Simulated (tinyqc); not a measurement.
Interstitial-substitutional diffusion of a fast metal impurity in a wafer (kick-out and dissociative mechanisms): one step, computed by the program tinyqc.

The metal moves as an interstitial A_i and dissolves on lattice sites either by kicking out a self-interstitial (A_i = A_s + I) or by filling a vacancy (A_i + V = A_s). With A_i at its solubility, local equilibrium and c = C_s/C_s*, self-interstitials and vacancies obey C_I/C_I* = 1/c and C_V/C_V* = c.

Question. Diffusivity against concentration. In defect-free silicon dc/dt = d/dx [(D_K/c^2 + D_F) dc/dx], c = 1 at both faces. D_K = D_I C_I*/C_s* and D_F = D_V C_V*/C_s*. The two terms are equal at c* = sqrt(D_K/D_F). Take c = 1, 0.5, 0.2, 0.1, 0.03 and 0.01.

Inputs (values chosen for the exercise, loosely like those of gold in silicon): temperature T = 950 C.

D_K = 1.152459e-10 cm^2/s

D_F = 6.839248e-11 cm^2/s

Give: c*; Effective diffusivity (cm^2/s).

Answer.

c* = 1.298

Effective diffusivity (cm^2/s):
```
c     kick-out term      total
1.00      1.152e-10  1.836e-10
0.50      4.610e-10  5.294e-10
0.20      2.881e-09  2.950e-09
0.10      1.152e-08  1.159e-08
0.03      1.281e-07  1.281e-07
0.01      1.152e-06  1.153e-06
```
